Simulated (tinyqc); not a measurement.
# Doping and voltage from widths and field

Problem. In the depletion approximation an abrupt p-n junction has a triangular field: peak E = q Nd xn/(eps0 eps_r) = q Na xp/(eps0 eps_r), W = xn + xp, and Vbi - V = E W/2. Find Nd, Na and Vbi - V.

Inputs (values chosen for the exercise): relative permittivity eps_r = 12.6.

Constants: q = 1.602176634e-19 C, eps0 = 8.8541878128e-14 F/cm where lengths are in cm. Results are converted to the units shown.

W = 246.88622 nm
peak field = 153.88999 kV/cm
xn = 28.199126 nm

Solution. Gauss's law on each side gives its doping from the peak field and its width; the voltage is the area of the triangle.

Nd = 3.80e17 cm^-3
Na = 4.90e16 cm^-3
Vbi - V = 1.90 V

Computed by the program tinyqc: `OMP_NUM_THREADS=1 python tinyqc.py 2000148 2000149 out.jsonl`, one thread of a shared Intel Xeon 2.30GHz, about 0.02 s for the whole run.
